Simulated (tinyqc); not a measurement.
Gated graphene, quantum capacitance: effect of the gate voltage.

phi is the Fermi level above the Dirac point, in volts; Vg is counted from the gate voltage of charge neutrality. Ideal linear bands, no charge puddles.

N0 = (2/pi)(kB T/(hbar vF))^2; n = N0 F1(phi/Vt), p = N0 F1(-phi/Vt), F1(e) = int_0^infinity u du/(1 + exp(u - e)) = -Li2(-exp(e)); Cq = q d(n - p)/dphi = (q N0/Vt) ln[2 (1 + cosh(phi/Vt))]. Cox = eps0 eox/tox; Vg = phi + q (n - p + Dit phi)/Cox. 1/C_G = 1/Cox + 1/(Cq + q Dit); dphi/dVg = Cox/(Cox + Cq + q Dit).

Values chosen for this exercise; values close to those of graphene:
```
symbol,value,unit,meaning
T,300,K,temperature
eox,7.67,,relative permittivity of the gate insulator (close to silicon nitride)
tox,3,nm,insulator thickness
vF,1.03e6,m/s,Fermi velocity
Dit,0,cm^-2 eV^-1,density of traps
```

Constants: q = 1.602176634e-19 C, kB = 1.380649e-23 J/K, hbar = 1.054571817e-34 J s, Vt = kB T/q, eps0 = 8.8541878128e-14 F/cm where lengths are in cm. Results are converted to the units shown.

The same in every row: Cox (uF/cm^2) = 2.264.

Result of one run:
```
Vg (V)  phi (V)  n - p (cm^-2)  Cq (uF/cm^2)  C_G (uF/cm^2)  dphi/dVg  n + p (cm^-2)
-0.3    -0.1615      -1.957e12         3.585          1.388    0.3870       1.958e12
```

What becomes of these results when the gate voltage Vg is changed from -0.3 to -0.06 V, all else the same?

Result of the changed run:
```
Vg (V)   phi (V)  n - p (cm^-2)  Cq (uF/cm^2)  C_G (uF/cm^2)  dphi/dVg  n + p (cm^-2)
-0.06   -0.04269      -2.446e11         1.149         0.7620    0.6634       2.785e11
```

The whole series:
```
Vg (V)   phi (V)  n - p (cm^-2)  Cq (uF/cm^2)  C_G (uF/cm^2)  dphi/dVg  n + p (cm^-2)
-0.3     -0.1615      -1.957e12         3.585          1.388    0.3870       1.958e12
-0.18    -0.1100      -9.884e11         2.458          1.178    0.4794       9.910e11
-0.06   -0.04269      -2.446e11         1.149         0.7620    0.6634       2.785e11
0.07     0.04923       2.935e11         1.252         0.8060    0.6439       3.201e11
0.19      0.1148       1.063e12         2.561          1.202    0.4692       1.065e12
0.31      0.1653       2.044e12         3.670          1.400    0.3815       2.045e12
0.43      0.2077       3.141e12         4.610          1.518    0.3293       3.141e12
0.56      0.2479       4.409e12         5.502          1.604    0.2915       4.409e12
0.68      0.2813       5.633e12         6.243          1.661    0.2661       5.633e12
0.8       0.3120       6.895e12         6.924          1.706    0.2464       6.895e12
```

As Vg goes from -0.3 to 0.8, Cq goes from 3.59 through a minimum of 1.15 (at Vg = -0.06 among the rows listed) to 6.92 uF/cm^2, C_G/Cox goes from 0.613 through a minimum of 0.337 (at Vg = -0.06 among the rows listed) to 0.754 and n - p rises from -1.96e12 to 6.89e12 cm^-2. Cq is below Cox for Vg = -0.06, 0.07; there the density of states limits the response dn/dVg more than the insulator does. At neutrality Cq is (q N0/Vt) ln 4 = 0.795 uF/cm^2, and far from it Cq grows as |phi|.

Numbers from tinyqc (`OMP_NUM_THREADS=1 python tinyqc.py 2200121 2200122 out.jsonl`; about 0.01 s on one thread of a shared Intel Xeon 2.30GHz).
